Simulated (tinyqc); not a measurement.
Configuration-coordinate model of a defect: Huang-Rhys factor and luminescence line shape: one step, computed by the program tinyqc.

Ground state E_g(Q) = (1/2) omega_g^2 Q^2; excited state E_e(Q) = E_0 + (1/2) omega_e^2 (Q - dQ)^2 with omega_e = omega_g and E_0 = E_ZPL. Q is mass-weighted; the dipole does not depend on Q (Condon approximation).

Problem. Emission lines at zero temperature. From the lowest excited level the line to ground level n lies at E_ZPL - n hbar omega_g with Franck-Condon weight exp(-S) S^n/n!; the emitted intensity carries a further factor E^3. S = S_g; up to eleven lines, of positive energy only, from n = max(0, integer part of S - 5).

Inputs (values chosen for the exercise, for a model defect): zero-phonon energy E_ZPL = 1.22 eV; ground-state phonon hbar omega_g = 14.1 meV.

Modes: equal frequencies in both states.

S_g = 0.9844258

Give: Lines.

Solution.

Lines:

| n | energy (eV) | weight | intensity / largest |
|---|---|---|---|
| 0 | 1.2200 | 3.7365e-01 | 1.0000e+00 |
| 1 | 1.2059 | 3.6783e-01 | 9.5069e-01 |
| 2 | 1.1918 | 1.8105e-01 | 4.5172e-01 |
| 3 | 1.1777 | 5.9411e-02 | 1.4303e-01 |
| 4 | 1.1636 | 1.4621e-02 | 3.3951e-02 |
| 5 | 1.1495 | 2.8787e-03 | 6.4444e-03 |
| 6 | 1.1354 | 4.7232e-04 | 1.0189e-03 |
| 7 | 1.1213 | 6.6423e-05 | 1.3802e-04 |
| 8 | 1.1072 | 8.1736e-06 | 1.6351e-05 |
| 9 | 1.0931 | 8.9403e-07 | 1.7210e-06 |
| 10 | 1.0790 | 8.8011e-08 | 1.6295e-07 |

The weight peaks at n = 0 and the intensity at n = 0.
